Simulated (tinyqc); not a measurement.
Rapid thermal processing of a wafer: radiative balance, ramp and cooling, pattern effects, pyrometer error and spike budget. From equivalent time, total back to ramp rate. Computed by tinyqc, a small Python program. Command: `OMP_NUM_THREADS=1 python tinyqc.py 3112210 3112211 out.jsonl rtp inv`. One thread of a shared host (Intel(R) Xeon(R) Processor @ 2.30GHz), about 0.1 s of CPU time with the checks.

The wafer is opaque and uniform through its thickness unless said otherwise; temperatures in formulas are in kelvin (C + 273.15). sigma = 5.670374419e-12 W/(cm^2 K^4).

Inputs (values chosen for the exercise, modelled on a hot silicon wafer):

| quantity | value | unit |
|---|---|---|
| wafer thickness d | 775 | micrometre |
| heat capacity per volume C | 2.15 | J/(cm^3 K) |
| thermal conductivity k | 0.29 | W/(cm K) |
| emissivity eps of each face | 0.65 | - |
| reflectivity of the chamber walls r | 0.73 | - |
| gas heat-transfer coefficient h, both faces together | 2.4 | mW/(cm^2 K) |
| wall temperature T_w | 500 | K |
| process temperature | 646 | C |
| starting temperature | 550 | C |
| activation energy of the process E_a | 3.66 | eV |

Constants: k_B = 8.617333262e-05 eV/K.

Method:
- Effective emissivity between parallel grey plates: eps_eff = 1/(1/eps + 1/(1 - r) - 1). Loss per area q(T) = 2 eps_eff sigma (T^4 - T_w^4) + h (T - T_w).
- Absorbed power during a ramp = q(T) + C d x ramp rate; thermal time constant tau = C d/(dq/dT), dq/dT = 8 eps_eff sigma T^3 + h; natural cooling rate q/(C d); front-to-back difference under one-sided heating at the end of the ramp = (absorbed power) d/(2 k).
- Cooling with the lamps off: C d dT/dt = -q(T), integrated adaptively (relative tolerance 1e-10).
- Spike anneal: linear ramp to the peak, then lamps off. Equivalent time at the peak = int exp(-(E_a/k_B)(1/T - 1/T_peak)) dt; estimate (k_B T^2/E_a)(1/ramp rate + 1/cooling rate). The ramp part uses 4000 trapezoid steps, the cooling part 4000 steps over 4 tau.
- Time within 50 K of the peak from the same curves.

Problem. A run gave the result below. Find the ramp rate, known to lie between 21 and 36 K/s.

equivalent time, total = 2.027905 s

Solution.

Each step takes the trial c = (a f_b - b f_a)/(f_b - f_a), f being the result less the target and a, b, c the logarithms of the listed values; c replaces end b, the old b replaces a if the sign of f changed, and otherwise f_a is halved.

Scan of the range:

| ramp rate (K/s) | equivalent time, total (s) |
|---|---|
| 21.0 | 2.15438 |
| 23.0 | 2.07565 |
| 25.1 | 2.00649 |
| 27.5 | 1.94039 |
| 30.1 | 1.88067 |
| 32.9 | 1.82692 |
| 36.0 | 1.77716 |

False position (Illinois rule, in the logarithm of the input) inside the bracket:

| step | end a | end b | trial | equivalent time, total (s) |
|---|---|---|---|---|
| 1 | 23.0000 | 25.1000 | 24.4301 | 2.02726 |
| 2 | 23.0000 | 24.4301 | 24.3916 | 2.02849 |
| 3 | 24.4301 | 24.3916 | 24.4100 | 2.02790 |
| 4 | 24.3916 | 24.4100 | 24.4100 | 2.02791 |

Equivalent time, total falls at every point of a 13-point scan of the range (every second point is shown), so one value fits; it is bracketed by 23.0 and 25.1. Answer: ramp rate = 24.41 K/s.
